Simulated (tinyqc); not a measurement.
## Mobility and threshold from two currents

Question. In the linear region I = mu Cox (W/L) [(Vgs - VT) Vds - m Vds^2/2], Cox = eps0 eox/tox. Find mu and VT.

Inputs (values chosen for the exercise):
- eox = 8.94 (relative permittivity of the gate insulator)
- tox = 28 nm (insulator thickness)
- W = 20 um (gate width)
- L = 2 um (gate length)

Constants: eps0 = 8.8541878128e-14 F/cm where lengths are in cm. Results are converted to the units shown.

I at Vgs = 0.64 and 1.14 V, Vds = 0.05 V (uA): 14.303699  33.386055
m = 1.0631600

Answer. The slope dI/dVgs is mu Cox (W/L) Vds; the line meets zero current at VT + m Vds/2.

mu = 270.0 cm^2/(V s)
VT = 0.2386 V

tinyqc, about 0.06 s, one thread, Intel Xeon 2.30GHz (shared host): `OMP_NUM_THREADS=1 python tinyqc.py 2360166 2360167 out.jsonl`
